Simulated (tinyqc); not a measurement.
Thermal, flicker and telegraph noise of a field-effect transistor: one step, computed by the program tinyqc. Command: `OMP_NUM_THREADS=1 python tinyqc.py 3021468 3021469 out.jsonl noise walk`. One thread of a shared host (Intel(R) Xeon(R) Processor @ 2.30GHz), about 0.01 s of CPU time with the checks.

Strong inversion, threshold roll-off and channel-length modulation left out; noise sources are uncorrelated and are given as one-sided spectral densities. The drain voltage is 50 mV.

Question. How many traps? Active traps per decade of time constant: N_dec = N_t k_B T W L lambda ln(10); a single trap at the interface shifts the threshold by e/(W L C_ox) and the current by g_m times that; tunnelling depth for frequency f, z = lambda ln(1/(2 pi f tau_0)), tau_0 = 1e-10 s.

Inputs (values chosen for the exercise, modelled on a high-k silicon transistor):
```
quantity                value         unit
width W                    77   micrometre
length L                 1400           nm
oxide trap density N_t  4e+18  1/(eV cm^3)
frequency f                40           Hz
temperature T             200            K
```

Operating region: linear. Flicker model: number fluctuation.

tunnelling length lambda = 0.9929855 angstrom

C_ox = 1.644349 microfarad/cm^2

g_m = 813.9528 microsiemens

drain current I = 455.8136 microampere

Constants: k_B = 8.617333262e-05 eV/K; e = 1.602176634e-19 C.

Give: traps per decade; threshold step of one trap; current step of one trap; depth probed at f.

Answer.

traps per decade = 1699.2

threshold step of one trap = 9.0385e-05 mV

current step of one trap = 1.6140e-05 %

depth probed at f = 1.7376 nm

With several traps per decade their Lorentzians merge into 1/f.
